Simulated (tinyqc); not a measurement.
Comparisons within one model: pair of shallow donors (hydrogen-like orbitals). A value that a table varies takes the place of the one given here.

Each donor has the orbital exp(-r/a); energy unit Ha* = q/(eps a), q = e^2/(4 pi eps0), so that a lone donor is bound by Ha*/2; x = R/a. One electron: S = (1 + x + x^2/3) exp(-x), j = 1/x - (1 + 1/x) exp(-2x), k = (1 + x) exp(-x); levels E(+/-) = -1/2 - (j +/- k)/(1 +/- S) in Ha*, without the repulsion of the ions, split by D = |E(-) - E(+)|. In six valleys the overlaps S and k are multiplied by v = [cos(K Rx) + cos(K Ry) + cos(K Rz)]/3, K = k0 (2 pi/a_lat), for isotropic envelopes and the symmetric valley state.

Two electrons, Heitler-London: with S' = (1 - x + x^2/3) exp(x), C = 1/x - exp(-2x)(1/x + 11/8 + 3x/4 + x^2/6), X = (1/5){exp(-2x)(25/8 - 23x/4 - 3x^2 - x^3/3) + (6/x)[S^2 (0.5772157 + ln x) + S'^2 Ei(-4x) - 2 S S' Ei(-2x)]}, Q = C - 2j + 1/x and A = X - 2 S k + S^2/x, the singlet and triplet lie at (Q +/- w A)/(1 +/- w S^2) from two lone donors, with the valley weight w = v^2; the exchange is J = triplet - singlet.

Constants: e^2/(4 pi eps0) = 14.39964547 eV angstrom.

Parameters, chosen for this exercise (near those of two donors in Si; shifted at random, so the results belong to these values and not to a real crystal):

| symbol | value | unit | meaning |
|---|---|---|---|
| a | 17.9 | angstrom | orbital radius |
| eps | 11.2 |  | dielectric constant |
| a_lat | 5.431 | angstrom | lattice constant |
| k0 | 0.852 | 2 pi/a_lat | valley position |
| sites | ((11, 0, 0), (11.25, 0.25, 0.25), (11.5, 0.5, 0), (11, 0.5, 0.5), (10.75, 0.25, -0.25), (11.75, 0.25, -0.25), (11, 1, 0), (11.25, 0.75, -0.25), (12, 0.5, 0.5)) | a_lat | positions of the second donor |
| Ns | (0.04, 0.099, 0.24, 0.59, 1.4, 3, 5.9) | x 1e18/cm^3 | donor densities |
| n | (7, 7, 0) | a_lat | separation vector |

## Placement within one cell

D and J for each site, and for v = 1.

Results:

| site | R (angstrom) | v | D (meV) | J (micro-eV) | J for v = 1 |
|---|---|---|---|---|---|
| (11, 0, 0) | 59.7 | 0.435 | 4.38 | 687 | 3.65e+03 |
| (11.25, 0.25, 0.25) | 61.1 | -0.133 | 1.26 | 58.0 | 3.28e+03 |
| (11.5, 0.5, 0) | 62.5 | 0.134 | 1.21 | 53.1 | 2.95e+03 |
| (11, 0.5, 0.5) | 59.9 | -0.827 | 8.63 | 2.46e+03 | 3.61e+03 |
| (10.75, 0.25, -0.25) | 58.4 | 0.334 | 3.49 | 445 | 4.03e+03 |
| (11.75, 0.25, -0.25) | 63.8 | 0.486 | 4.22 | 628 | 2.67e+03 |
| (11, 1, 0) | 60.0 | 0.301 | 2.98 | 323 | 3.58e+03 |
| (11.25, 0.75, -0.25) | 61.2 | -0.424 | 4.03 | 582 | 3.25e+03 |
| (12, 0.5, 0.5) | 65.3 | -0.542 | 4.46 | 697 | 2.38e+03 |

Over these sites the envelope alone changes J by a factor 1.69, and the valley factor v^2 by 38.5; J runs from 53.1 at (11.5, 0.5, 0) to 2.46e+03 micro-eV at (11, 0.5, 0.5). Moves of less than one lattice constant change the phases of the valleys along each axis that moves, so the placement must be exact to the site.

## From lone donors to an impurity band (impurity band of shallow donors (Hubbard estimate))

Donors on a simple cubic lattice of spacing R = N^(-1/3) (1/angstrom^3 = 1e24/cm^3), Ha* = q/(eps a), q = e^2/(4 pi eps0), x = R/a. Hopping t = Ha* (1 + x) exp(-x), band width B = 12 t, on-site repulsion U = (5/8) Ha*; the gap closes near B/U = 1.15. Valley factors and disorder are left out.

Results:

| N (1e18/cm^3) | R (angstrom) | N^(1/3) a | t (meV) | B (meV) | B/U |
|---|---|---|---|---|---|
| 0.040 | 292.4 | 0.061 | 0.000100 | 0.00120 | 2.68e-05 |
| 0.099 | 216.2 | 0.083 | 0.00535 | 0.0642 | 0.00143 |
| 0.24 | 160.9 | 0.111 | 0.0895 | 1.07 | 0.0239 |
| 0.59 | 119.2 | 0.150 | 0.704 | 8.45 | 0.188 |
| 1.4 | 89.4 | 0.200 | 2.92 | 35.0 | 0.780 |
| 3.0 | 69.3 | 0.258 | 7.28 | 87.3 | 1.94 |
| 5.9 | 55.3 | 0.323 | 13.3 | 160 | 3.57 |

B/U passes 1.15 between 1.4 and 3 x 1e18/cm^3; the root is x = 4.52, N^(1/3) a = 0.221, N = 1.9 x 1e18/cm^3, below the 3.1 that the empirical rule N^(1/3) a = 0.26 gives; the estimate is rough, since random positions, the overlap of the orbitals and screening are left out. While N grows by 148 times, t grows by 1.33e+05 times.

## What each parameter does

x, D = |E(-) - E(+)| and J. Each row changes one parameter from the base and keeps the others.

Results:

| case | x | D (meV) | J (micro-eV) |
|---|---|---|---|
| base | 3.004 | 13.43 | 5.46e+03 |
| a = 16.1 angstrom | 3.339 | 11.72 | 3.90e+03 |
| eps = 12.3 | 3.004 | 12.22 | 4.97e+03 |
| k0 = 0.832 2 pi/a_lat | 3.004 | 8.013 | 2.23e+03 |
| n = (8, 7, 0) a_lat | 3.225 | 8.922 | 2.65e+03 |

The largest shifts from the base row, up to three for each result and ties (the steps differ in size, so this ranks the rows, not the parameters). x: a +0.336, n +0.222; unchanged at the printed digits by eps and k0. D (meV): k0 -5.41, n -4.50, a -1.70. J (micro-eV): k0 -3.23e+03, n -2.82e+03, a -1.56e+03.

tinyqc: `OMP_NUM_THREADS=1 python tinyqc.py 1251541 1251542 out.jsonl`; about 0.01 s, one thread, shared Intel(R) Xeon(R) Processor @ 2.30GHz.
